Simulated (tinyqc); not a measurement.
Two-valley model of the transferred-electron effect: one step, computed by the program tinyqc.

Both kinds of valley share one electron temperature T_e, and each has a constant mobility.

Problem. Velocity. Density-of-states ratio R = Z (m2/m1)^(3/2); n2/n1 = R exp(-dE/(k_B T_e)); mean mobility mu = (mu1 + mu2 n2/n1)/(1 + n2/n1); energy balance e mu F^2 = (3/2) k_B (T_e - T)/tau_E; v = mu F.

Inputs (values chosen for the exercise, modelled on GaN): central-valley mass m1 = 0.2 m_0; satellite-valley mass m2 = 0.47 m_0; satellite valleys Z = 6; valley separation dE = 1.1 eV; central-valley mobility mu1 = 1100 cm^2/(V s); satellite-valley mobility mu2 = 59 cm^2/(V s); lattice temperature T = 350 K; electric field F = 180 kV/cm.

Solver: damped fixed point.

electron temperature T_e = 7027.680 K

Constants: k_B = 8.617333262e-05 eV/K.

Give: share in the satellites; mean mobility; drift velocity.

Solution.

share in the satellites = 77.85 %

mean mobility = 289.6 cm^2/(V s)

drift velocity = 5.212 1e7 cm/s

Caution: T_e exceeds 3000 K, outside the range of a Maxwellian in parabolic valleys.
